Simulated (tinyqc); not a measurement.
# Circular transfer-length structure, step by step

Numbers from tinyqc (`OMP_NUM_THREADS=1 python tinyqc.py 2760081 2760082 out.jsonl`; about 0.01 s on one thread of a shared Intel Xeon 2.30GHz). Printed values are rounded.

A disc contact of radius r0 and a very wide ring contact from r1 = r0 + sp outwards lie on a thin layer; the metal has no resistance and the sheet resistance under the contacts equals Rsh.

Parameters, values chosen for the exercise:
- Rsh = 150 ohm/sq (sheet resistance of the semiconductor layer)
- rc = 2.1e-7 ohm cm^2 (specific contact resistivity)
- r0 = 3.3 um (radius of the inner contact)
- sp = 1.4 um (gap between the contacts)

## The three parts of the resistance

Transfer length Lt = sqrt(rc/Rsh). R = (Rsh/2 pi) [(Lt/r0) I0(r0/Lt)/I1(r0/Lt) + ln(r1/r0) + (Lt/r1) K0(r1/Lt)/K1(r1/Lt)] with modified Bessel functions; for r0 >> Lt both ratios tend to 1.

Lt = 0.374166 um
I0/I1 = 1.06216
K0/K1 = 0.962400
inner contact = 2.87510 ohm
gap = 8.44253 ohm
outer contact = 1.82908 ohm
R = 13.1467 ohm

The contacts make up 35.8 % of R.

## The large-radius form

Transfer length Lt = sqrt(rc/Rsh). R = (Rsh/2 pi) [(Lt/r0) I0(r0/Lt)/I1(r0/Lt) + ln(r1/r0) + (Lt/r1) K0(r1/Lt)/K1(r1/Lt)] with modified Bessel functions; for r0 >> Lt both ratios tend to 1. Large radius: R = (Rsh/2 pi) [Lt (1/r0 + 1/r1) + ln(r1/r0)], and linearised for sp << r0: Rsh (sp + 2 Lt)/(2 pi r0).

large-radius R = 13.0499 ohm
linearised R = 15.5417 ohm

Against the Bessel form the first is 0.74 % below it and the second 18 % above it.
